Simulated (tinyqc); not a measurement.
Small-signal admittance of a forward-biased p+-n diode: two steps of the calculation.

Holes injected into a neutral base of width wb with an ohmic contact at its end; low injection, p0 far above the equilibrium density. A small voltage v exp(i w t), w = 2 pi f, modulates the edge density by p0 v/Vt, and the small-signal density obeys Dp d2p/dx2 = (1/tau + i w) p.

Values chosen for this exercise; permittivity close to that of silicon:
- T = 275 K (temperature)
- eps_r = 11.7 (relative permittivity)
- Nd = 2.5e16 cm^-3 (donor density of the base)
- Dp = 4.7 cm^2/s (hole diffusion coefficient)
- tau = 4e-7 s (hole lifetime)
- wb = 25 um (width of the neutral base)
- p0 = 3.2e14 cm^-3 (excess hole density at the junction edge)
- Na = 3e19 cm^-3 (acceptor density of the p+ side)
- f = 34000 Hz (signal frequency)

Constants: q = 1.602176634e-19 C, kB = 1.380649e-23 J/K, Vt = kB T/q, eps0 = 8.8541878128e-14 F/cm where lengths are in cm. Results are converted to the units shown.

Task 1. Closed-form admittance. L = sqrt(Dp tau); direct current J = (q Dp p0/L) coth(wb/L); k = sqrt(1 + i w tau)/L; diffusion admittance Y = (q Dp p0/Vt) k coth(k wb) = G + i w C_diff; junction capacitance C_j = sqrt(q eps0 eps_r Nd/(2 Vr)) in the depletion approximation, with the remaining barrier Vr = Vt ln(Na/p0), a rough value under forward bias; base-width modulation is left out.

Give: L; J; k wb; Y; C_diff; C_j.

Result 1.

L = 13.71 um
J = 0.1852 A/cm^2
k wb = 1.825+0.078i
Y = 7.817+0.270i S/cm^2
C_diff = 1.265 uF/cm^2
C_j = 0.08745 uF/cm^2

G is 1.00 times its low-frequency value J/Vt, and C_diff is 14.5 times C_j.

Task 2. The same by finite differences. 8 equal intervals, h = wb/8; u = small-signal density over its edge value, u_0 = 1, u_8 = 0; u_(i-1) + b u_i + u_(i+1) = 0 with b = -2 - h^2 (1/tau + i w)/Dp; Y = (q Dp p0/(Vt h)) (-b/2 - u_1), which includes the half box at the edge.

Find: b; u; Y on the mesh.

Result 2.

b = -2.0519-0.0044i
u, node 1 to 7: 0.78410-0.00627i  0.60896-0.00939i  0.46550-0.01029i  0.34626-0.00966i  0.24504-0.00800i  0.15660-0.00566i  0.07631-0.00292i
Y on the mesh = 7.8702+0.2763i S/cm^2

Computed by the program tinyqc: `OMP_NUM_THREADS=1 python tinyqc.py 2890188 2890189 out.jsonl`, one thread of a shared Intel Xeon 2.30GHz, about 0.01 s for the whole run.
